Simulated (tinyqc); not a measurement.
# Grain growth, pinning, strength and diffusional creep of a polycrystal or thin film, step by step

A worked calculation. Computed by tinyqc, a small Python program that keeps every step. Command: `OMP_NUM_THREADS=1 python tinyqc.py 3024335 3024336 out.jsonl grain walk`. One thread of a shared host (Intel(R) Xeon(R) Processor @ 2.30GHz), about 0.01 s of CPU time with the checks. Intermediate numbers are printed to about 6 digits and carried at full precision; extremes and crossings named in words are read from the listed rows.

One mean grain size d describes the structure.

Inputs (values chosen for the exercise, for a model solid):
```
quantity                                    value        unit
shear modulus G                              23.2         GPa
Burgers vector b                            2.884    angstrom
atomic volume Omega                         16.96  angstrom^3
boundary energy gamma                        0.32       J/m^2
mobility prefactor M0                     9.6e-06   m^4/(J s)
activation energy of boundary motion Q_m    0.716          eV
anneal temperature T                          305           K
anneal time t                                 430           s
initial grain size d0                          46          nm
particle volume fraction f                   0.01           -
particle radius r                              25          nm
film thickness h                              180          nm
surface energy gamma_s                        1.2       J/m^2
friction stress sigma_0                        21         MPa
Hall-Petch slope k_y                        0.088   MPa m^0.5
lattice diffusion energy Q_l                 1.81          eV
boundary diffusion energy Q_b               0.766          eV
lattice prefactor D0                      3.2e-05       m^2/s
boundary prefactor delta D0b              2.4e-14       m^3/s
applied stress sigma                          180         MPa
service temperature T_c                       538           K
```

Sample: thin film on a substrate.

Constants: k_B = 8.617333262e-05 eV/K; k_B = 1.380649e-23 J/K.

## Mobility and the sizes at which growth stops

M = M0 exp(-Q_m/(k_B T)). The driving pressure is 2 gamma/d. Zener pinning pressure 3 f gamma/(2 r) stops growth at d_Z = 4 r/(3 f). Grooves where boundaries meet the surface have the angle theta = arcsin(gamma/(2 gamma_s)) and are taken to stop growth at d_h = h/(2 theta), a few film thicknesses; the limit is 1/d_lim = 1/d_Z + 1/d_h.

mobility M = 1.41640e-17 m^4/(J s)

Zener size d_Z = 3333.33 nm

groove angle theta = 0.133732 rad

groove limit d_h = 672.990 nm

limit d_lim = 559.940 nm

The grooves set the tighter limit.

## Grain size after the anneal

dd/dt = 2 M gamma (1/d - 1/d_lim) integrates to 2 M gamma t = d_lim (d0 - d) + d_lim^2 ln[(d_lim - d0)/(d_lim - d)]; without pinning d^2 = d0^2 + 4 M gamma t.

size without pinning = 99.5583 nm

grain size d = 94.2939 nm

Pinning holds d to 95 % of the free value.

## Yield stress

Hall-Petch term k_y/sqrt(d). Orowan term 3.06 x 0.4 G b ln(2 rbar/b)/(pi lambda sqrt(1 - nu)) with nu = 1/3, rbar = sqrt(2/3) r, lambda = rbar (sqrt(pi/f) - 2). Film term (threading dislocation, matched substrate, the geometry of an fcc (111) film taken for all cases): 3.464 G b ln(2 h/b)/(4 pi (1 - nu) h). The terms are added to sigma_0.

Hall-Petch term = 286.577 MPa

Orowan term = 49.2640 MPa

film term = 109.580 MPa

yield stress = 466.420 MPa

The largest term is the Hall-Petch one. The anneal changed the Hall-Petch term from 410 to 287 MPa.

## Diffusional creep at T_c

Nabarro-Herring rate = 14 sigma Omega D_l/(k_B T d^2), D_l = D0 exp(-Q_l/(k_B T)); Coble rate = 14 pi sigma Omega delta D_b/(k_B T d^3), delta D_b = delta D0b exp(-Q_b/(k_B T)); they are equal at d_x = pi delta D_b/D_l.

Nabarro-Herring rate = 2.29486e-07 1/s

Coble rate = 34.5363 1/s

crossover size d_x = 1.41907e+07 micrometre

time to 1 % strain = 2.89550e-04 s

Boundary diffusion carries the creep, by a factor 1.5e8. Caution: sigma Omega is not small against k_B T, as the linear creep laws assume. Caution: T_c is above the anneal temperature, so the grains would go on growing in service.

## Strength against creep resistance

Hall-Petch term k_y/sqrt(d).

At T_c and sigma:
```
d (nm)  Hall-Petch term (MPa)  Nabarro-Herring (1/s)  Coble (1/s)  time to 1 % (s)
30                    508.068            2.26715e-06  1.07242e+03      9.32474e-06
100                   278.280            2.04044e-07  2.89552e+01      3.45361e-04
300                   160.665            2.26715e-08  1.07242e+00      9.32474e-03
1000                   88.000            2.04044e-09  2.89552e-02      3.45361e-01
3000                   50.807            2.26715e-10  1.07242e-03      9.32474e+00
10000                  27.828            2.04044e-11  2.89552e-05      3.45361e+02
100000                  8.800            2.04044e-13  2.89552e-08      3.45358e+05
```

From 100 micrometre to 30 nm grains the Hall-Petch term grows 58 times, while the time to 1 % strain shrinks by 10.6 decades. Coble creep rules in 7 of the seven rows (d_x is a millimetre or more). Fine grains resist slip but creep fast. The Hall-Petch value at 30 nm is at the edge of that law, and in a film grains much larger than h lose atoms to the surfaces instead.

## Growth with time

The formulas are those given above.

At T:
```
t (s)   free growth (nm)  pinned growth (nm)   d/d_lim
52                 55.31              54.533  0.097392
170                72.10              69.816  0.124686
520               107.44             101.183  0.180704
1700              181.49             162.700  0.290567
5200              310.47             256.072  0.457320
17000             557.07             389.804  0.696154
52000             972.04             510.044  0.910892
170000           1756.19             558.430  0.997304
```

The apparent exponent d ln d/d ln t of the pinned growth is at most about 0.41, below the ideal 1/2, and falls to 0.077 in the last rows: the initial size hides the law early and pinning hides it late.

Checks made by the program: d against numerical integration (relative difference 2e-09).
